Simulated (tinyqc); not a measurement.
# Mobility and doping from two currents

Inverse problem. A trap-free film with injecting contacts is fitted, with diffusion neglected, by J = q mu N V/Lf + (9/8) eps0 eps_r mu V^2/Lf^3. Find mu, N and the voltage at which both terms are equal.

Inputs (values chosen for the exercise):
- eps_r = 12.6 (relative permittivity)
- Lf = 480 nm (film thickness)

Constants: q = 1.602176634e-19 C, eps0 = 8.8541878128e-14 F/cm where lengths are in cm. Results are converted to the units shown.

J at 2.4 and 20 V (A/cm^2): [389.87367, 12436.896]

Answer. J/V is a straight line in V: the slope gives mu and the intercept mu N.

mu = 2.300 cm^2/(V s)
N = 1.300e16 cm^-3
crossover voltage = 3.824 V

Numbers from tinyqc (`OMP_NUM_THREADS=1 python tinyqc.py 2730149 2730150 out.jsonl`; about 0.07 s on one thread of a shared Intel Xeon 2.30GHz).
